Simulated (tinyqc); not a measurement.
Inside a calculation. Model: binary melting diagram from solution models of liquid and solid. Computed by tinyqc, a small Python program that keeps every step. Command: `OMP_NUM_THREADS=1 python tinyqc.py 3003726 3003727 out.jsonl melt walk`. One thread of a shared host (Intel(R) Xeon(R) Processor @ 2.30GHz), about 0.01 s of CPU time with the checks. Intermediate numbers are printed to about 7 digits and carried at full precision; extremes and crossings named in words are read from the listed rows.

x is the fraction of B. In a phase with interaction L: mu_A = G_A + R T ln(1 - x) + L x^2, mu_B = G_B + R T ln x + L (1 - x)^2. Melting: G(liquid) - G(solid) = H (1 - T/T_m) for each pure component.

Inputs (values chosen for the exercise, for a model alloy): melting point T_A = 1000 K; melting point T_B = 700 K; heat of melting H_A = 8.7 kJ/mol; heat of melting H_B = 12.3 kJ/mol; liquid interaction L_L = 2.6 kJ/mol; solid interaction L_S = 2.2 kJ/mol; position of T, (T - T_A)/(T_B - T_A) = 0.27; dilute content c0 of B = 0.02; growth number V delta/D = 0.11.

Diagram: complete solid solution (lens).

Constants: R = 8.314462618 J/(mol K).

## Temperature and melting free energies

T = T_A + u (T_B - T_A). The ideal solution has k_A = exp(dG_A/(R T)) = (1 - xs)/(1 - xl) and k_B = exp(dG_B/(R T)) = xs/xl, so xl = (1 - k_A)/(k_B - k_A).

T = 919 K

dG_A = 0.7047 kJ/mol

dG_B = -3.848143 kJ/mol

ideal liquidus xl = 0.1962588

ideal solidus xs = 0.1186071

## Tie line by Newton steps

Equal potentials: F_A = dG_A + R T ln[(1 - xl)/(1 - xs)] + L_L xl^2 - L_S xs^2 = 0, F_B = dG_B + R T ln(xl/xs) + L_L (1 - xl)^2 - L_S (1 - xs)^2 = 0. Newton steps from the ideal values with the exact Jacobian, halved if x would leave (0, 1); stop below 1e-12, residuals under 1e-7 shown as 0.

Iteration:
```
step         xl         xs   F_A (kJ/mol)   F_B (kJ/mol)
1     0.1962588  0.1186071   6.919679e-02  -2.947808e-02
2     0.2133818  0.1279491  -7.564463e-04  -4.396922e-03
3     0.2130270  0.1276691  -2.283061e-07   7.912063e-06
4     0.2130273  0.1276693              0              0
```

liquidus xl = 0.2130273

solidus xs = 0.1276693

The interactions move the liquidus by +0.0168 and the solidus by +0.0091; the lens is 1.10 times as wide as the ideal one here.

## Dilute B in A: partition coefficient and slope

At T_A, k0 = exp[(dG_B(T_A) + L_L - L_S)/(R T_A)]; van 't Hoff: m_L = -R T_A^2 (1 - k0)/H_A per unit fraction. Burton-Prim-Slichter: k_eff = k0/[k0 + (1 - k0) exp(-V delta/D)]. Freezing range of c0: |m_L| c0 |1 - k0|/k0.

partition coefficient k0 = 0.5566057

liquidus slope m_L = -423.7454 K

effective coefficient k_eff = 0.5835582

freezing range = 6.751146 K

k0 < 1: the solid rejects B and B lowers the melting point. Faster growth moves k_eff towards 1.

## Solute along a frozen bar

For the solid at frozen fraction f, relative to c0. Lever rule: k0/[1 - (1 - k0) f]. Scheil (no diffusion in the solid, mixed liquid): k (1 - f)^(k - 1), with k0 and with k_eff. One zone pass with a zone a tenth of the bar long: 1 - (1 - k0) exp(-10 k0 f).

Ratio c_s/c0:
```
f    lever rule  Scheil, k0  Scheil, k_eff  one zone pass
0.0   0.5566057    0.556606       0.583558      0.5566057
0.1   0.5824303    0.583225       0.609733      0.7458680
0.3   0.6420040    0.651974       0.677005      0.9165171
0.5   0.7151531    0.756872       0.778835      0.9725757
0.7   0.8071148    0.949269       0.963458      0.9909910
0.8   0.8625740    1.136232       1.140682      0.9948365
0.9   0.9262172    1.545048       1.522390      0.9970405
```

All but the k_eff column start at k0 = 0.557. At f = 0.9 Scheil gives 1.55 against 0.926 for the lever rule, since the solid keeps what it took and the last liquid is richer in B. Scheil passes c0 at f = 0.733. Last over first value: 2.78 with k0 and 2.61 with k_eff, so faster growth gives the more even bar.

## The lens

The formulas are those given above.

Liquidus and solidus:
```
T (K)         xl         xs   ideal xl   ideal xs
985    0.0361136  0.0203347  0.0339212  0.0184039
940    0.1534444  0.0899298  0.1420976  0.0828419
895    0.2849505  0.1758633  0.2614249  0.1649587
850    0.4303575  0.2848104  0.3944798  0.2716793
805    0.5876846  0.4279529  0.5449189  0.4136341
760    0.7548459  0.6232747  0.7181629  0.6078040
715    0.9349214  0.8921883  0.9226817  0.8826672
```

The lens is widest among these rows at 805 K (0.160 in x, ideal 0.131). L_L - L_S = +0.4 kJ/mol, relative to the mixed solid, penalises the mixed liquid, and the liquidus lies above the ideal one in every row.

Checks made by the program: tie line against the common tangent on 20001 points (relative difference 1e-04); k0 and m_L against a tie line 0.01 K from T_A (relative difference 1e-05).
